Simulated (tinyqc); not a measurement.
Eight-band Kane k.p model: sweeps and comparisons. A value that a table varies takes the place of the one given here.

Eight-band Kane model, basis S, X, Y, Z times spin, zero of energy at the top of the unstrained valence band, c = hbar^2/2m0. Within each spin: H_SS = Eg + A c k^2, H_SX = i P kx (likewise Y, Z), H_XX = -Dso/3 + L kx^2 + M (ky^2 + kz^2), H_XY = N kx ky, and cyclic. Spin-orbit term (Dso/3) L.sigma on X, Y, Z with (L_k)_ij = -i epsilon_kij: <X+|H|Y+> = -i Dso/3, <X+|H|Z-> = Dso/3, <Y+|H|Z-> = -i Dso/3, <Z+|H|X-> = -Dso/3, <Z+|H|Y-> = i Dso/3, <X-|H|Y-> = i Dso/3, and their conjugates; + and - are the spin along z. Terms from inversion asymmetry are left out, so every level is twofold.

P = sqrt(Ep c); A = 1/me - Ep (Eg + 2 Dso/3)/(Eg (Eg + Dso)) keeps the electron mass; g1' = g1 - Ep/(3 Eg), g2' = g2 - Ep/(6 Eg), g3' = g3 - Ep/(6 Eg) remove the coupling to S that the Luttinger values already hold; L = -c (g1' + 4 g2'), M = -c (g1' - 2 g2'), N = -6 c g3'.

Constants: hbar^2/2m0 = 3.80998211 eV angstrom^2.

Parameters, chosen for this exercise (near those of CdTe; not measured data):
- Eg = 1.604 eV (gap at Gamma to the s-like level)
- Dso = 0.906 eV (spin-orbit splitting)
- Ep = 18.9 eV (Kane energy)
- me = 0.0954 m0 (electron mass at Gamma)
- g1 = 5.29 (Luttinger gamma1)
- g2 = 1.7 (gamma2)
- g3 = 2 (gamma3)
- kmax = 0.04 1/angstrom (end of the path)

## Non-parabolicity of the conduction band

Unstrained, along [001], six points up to kmax. Parabolic: E = c k^2/me. Two-band form: E (1 + alpha E) = c k^2/me with alpha = (1 - me)^2/Eg. The column alpha(k) solves that form for alpha with the eight-band energy. Energies from the conduction edge.

Energies:

| \|k\| (1/angstrom) | parabolic (eV) | two-band (eV) | eight-band (eV) | alpha(k) (1/eV) | parabolic / eight-band |
|---|---|---|---|---|---|
| 0.0067 | 0.0018 | 0.0018 | 0.0018 | 0.582 | 1.001 |
| 0.0133 | 0.0071 | 0.0071 | 0.0071 | 0.582 | 1.004 |
| 0.0200 | 0.0160 | 0.0158 | 0.0158 | 0.582 | 1.009 |
| 0.0267 | 0.0284 | 0.0280 | 0.0279 | 0.582 | 1.016 |
| 0.0333 | 0.0444 | 0.0434 | 0.0433 | 0.582 | 1.025 |
| 0.0400 | 0.0639 | 0.0619 | 0.0617 | 0.582 | 1.036 |

alpha = 0.510 1/eV

What can be read from the table?

At the last point the parabola lies a factor 1.04 above the eight-band value, and the two-band form 0.3 meV above it. The parabola stays within 5 % up to |k| = 0.0400 1/angstrom of the points listed. alpha(k) stays at 0.582 1/eV, a spread of 0.1 % over this range; the simple rule gives 0.510, 12 % below the first value, as it knows neither Dso nor the remote terms.

## Four, six or eight bands for the holes

Unstrained, along [111]. Six bands: the X, Y, Z block alone with the full g1, g2, g3 in L, M, N. Four bands: the same with Dso sent to infinity. HH, LH and SO name the pairs from the top.

Valence levels (eV):

| \|k\| (1/angstrom) | HH 4 | HH 6 | HH 8 | LH 4 | LH 6 | LH 8 | SO 6 | SO 8 |
|---|---|---|---|---|---|---|---|---|
| 0.0067 | -0.0002 | -0.0002 | -0.0002 | -0.0016 | -0.0016 | -0.0016 | -0.9069 | -0.9067 |
| 0.0133 | -0.0009 | -0.0009 | -0.0009 | -0.0063 | -0.0063 | -0.0063 | -0.9096 | -0.9086 |
| 0.0200 | -0.0020 | -0.0020 | -0.0020 | -0.0142 | -0.0141 | -0.0140 | -0.9141 | -0.9119 |
| 0.0267 | -0.0035 | -0.0035 | -0.0035 | -0.0252 | -0.0249 | -0.0246 | -0.9206 | -0.9166 |
| 0.0333 | -0.0055 | -0.0055 | -0.0055 | -0.0393 | -0.0387 | -0.0379 | -0.9290 | -0.9226 |
| 0.0400 | -0.0079 | -0.0079 | -0.0079 | -0.0566 | -0.0553 | -0.0538 | -0.9396 | -0.9300 |

What does this show?

At |k| = 0.0400 the heavy holes of the three models span 0.0 meV and the light holes 2.8 meV. The split-off band moves the light hole by +1.3 meV and treating the conduction band exactly moves it by +1.5 meV more; the two matter about equally here, where the four-band light-hole energy is 0.06 times Dso and 0.04 times Eg.

## What each parameter does

Unstrained; levels at |k| = kmax along [001], all derived values formed anew. Each row changes one parameter from the base and keeps the others.

Results:

| case | conduction (eV) | heavy hole (eV) | light hole (eV) | split-off (eV) |
|---|---|---|---|---|
| base | 1.6657 | -0.0115 | -0.0506 | -0.9298 |
| Eg = 1.7644 eV | 1.8263 | -0.0115 | -0.0507 | -0.9311 |
| Dso = 0.8154 eV | 1.6657 | -0.0115 | -0.0505 | -0.8398 |
| Ep = 20.79 eV | 1.6657 | -0.0115 | -0.0506 | -0.9289 |
| me = 0.0859 m0 | 1.6725 | -0.0115 | -0.0504 | -0.9297 |
| g1 = 5.819 | 1.6656 | -0.0147 | -0.0537 | -0.9330 |
| g2 = 1.87 | 1.6656 | -0.0094 | -0.0524 | -0.9299 |
| g3 = 2.2 | 1.6657 | -0.0115 | -0.0506 | -0.9298 |

What does this show?

The largest shifts from the base row, up to three for each result and ties (the steps differ in size, so this ranks the rows, not the parameters). conduction (eV): Eg +0.1606, me +0.0068, g2 -0.0001, g1 -0.0001; unchanged at the printed digits by Dso, Ep and g3. heavy hole (eV): g1 -0.0032, g2 +0.0021; unchanged at the printed digits by Eg, Dso, Ep, me and g3. light hole (eV): g1 -0.0031, g2 -0.0018, me +0.0002; unchanged at the printed digits by Ep and g3. split-off (eV): Dso +0.0900, g1 -0.0032, Eg -0.0013; unchanged at the printed digits by g3.

Computed by tinyqc, a small Python program: `OMP_NUM_THREADS=1 python tinyqc.py 1080496 1080497 out.jsonl` (the numbers bound the seed that draws the inputs); one thread of a shared host (Intel(R) Xeon(R) Processor @ 2.30GHz), about 0.01 s for the whole set of steps.
